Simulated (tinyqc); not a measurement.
## Thermal resistances of a two-die stack

Question. Heat leaves through the lower die only, and the system is linear. Find the resistance R1 from the lower die to the coolant, R2 between the dies, and the rise of the upper die when both are powered.

Inputs (values chosen for the exercise):
```
symbol,value,unit,meaning
P1,12,W,power of the lower die
P2,8.6,W,power of the upper die
```

rises of the lower and upper die with only the lower one powered (K): 6  6
rises of the lower and upper die with only the upper one powered (K): 4.3  4.902

Solution. With only the lower die powered no heat crosses R2, so both dies rise by P1 R1; the difference in the second test is P2 R2; rises add.

R1 = 0.500 K/W
R2 = 0.0700 K/W
rise of the upper die = 10.9 K

Program tinyqc, `OMP_NUM_THREADS=1 python tinyqc.py 2162176 2162177 out.jsonl`; Intel Xeon 2.30GHz, shared host, one thread, about 0.03 s.
